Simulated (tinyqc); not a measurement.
Lateral field, substrate current, probability of reaching the oxide barrier and hot-carrier lifetime of a silicon transistor (pseudo-two-dimensional and lucky-electron models): one step, computed by the program tinyqc.

Local-field models: a lucky carrier gains its energy at the peak field over a path free of collisions. Voltages are magnitudes.

Problem. Hot-carrier currents and lifetime. C_ox = 3.9 eps_0/t; F_sat = 2 v_s/mu; V_Dsat = V_ov F_sat L/(V_ov + F_sat L), V_ov = V_G - V_T; I_D/W = C_ox v_s (V_ov - V_Dsat). Scale length l = 0.22 t^(1/3) x_j^(1/2) (all in cm); F_m = sqrt(((V_D - V_Dsat)/l_e)^2 + F_sat^2), with l_e = l + L_n; length of the velocity-saturated region l_e ln((V_D - V_Dsat)/(l_e F_sat) + F_m/F_sat). Substrate current I_sub/I_D = (A_i/B_i)(V_D - V_Dsat) exp(-B_i/F_m); probability of reaching the oxide barrier exp(-phi_b/(e lambda F_m)); lifetime tau = (H/(I_D/W)) exp(phi_it/(e lambda F_m)).

Inputs (values chosen for the exercise, modelled on a silicon n-channel): channel length L = 250 nm; oxide thickness t = 5 nm; junction depth x_j = 87 nm; mobility mu = 350 cm^2/(V s); saturation velocity v_s = 0.85 1e7 cm/s; threshold voltage V_T = 0.57 V; gate voltage V_G = 1.6 V; drain voltage V_D = 2.8 V; ionisation prefactor A_i = 2e+06 1/cm; ionisation field B_i = 1.73 MV/cm; hot-carrier mean free path lambda = 8.2 nm; oxide barrier phi_b = 3.1 eV; interface-trap threshold phi_it = 3.8 eV; lifetime constant H = 4 s microampere/micrometre; length of the depleted extension L_n = 17 nm.

Drain: lightly doped extension.

Constants: eps_0 = 8.8541878128e-12 F/m.

Give: I_sub/I_D; substrate current I_sub/W; probability of reaching phi_b; lifetime tau; exponent m = phi_it/(e lambda B_i).

Solution.

I_sub/I_D = 0.013921

substrate current I_sub/W = 3.8630 microampere/micrometre

probability of reaching phi_b = 1.0946e-05

lifetime tau = 17366 s

exponent m = phi_it/(e lambda B_i) = 2.6787

Since both exponentials depend on 1/F_m, tau I_D scales about as (I_sub/I_D)^(-m) with m = 2.68, which lets I_sub serve as the monitor. The lifetime is 5.50e-5 times ten years (3.156e8 s).
